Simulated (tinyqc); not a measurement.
Segment and feed resistance from two drops.

Inverse problem. A rail is fed at one end through Rq; K loads of Ij follow, each after a segment Rs. The drop at load j is K Ij Rq + Rs Ij sum_(l=1..j) (K - l + 1). Find Rs, Rq and the worst drop, at the middle, if the rail were fed through Rq at both ends: K Ij Rq/2 + Rs Ij K^2/8 with the load taken as continuous.

Values chosen for this exercise:

| symbol | value | unit | meaning |
|---|---|---|---|
| K | 20 |  | number of equal loads |
| Ij | 0.22 | mA | current of each load |

drops at the first and at the last load (mV): [2.464, 8.316]

Solution. The difference of the two drops is Rs Ij K (K - 1)/2, which gives Rs; the first drop then gives Rq.

Rs = 0.140 ohm
Rq = 0.420 ohm
drop at the middle with two feeds = 2.46 mV

Program tinyqc, `OMP_NUM_THREADS=1 python tinyqc.py 2770168 2770169 out.jsonl`; Intel Xeon 2.30GHz, shared host, one thread, about 0.1 s.
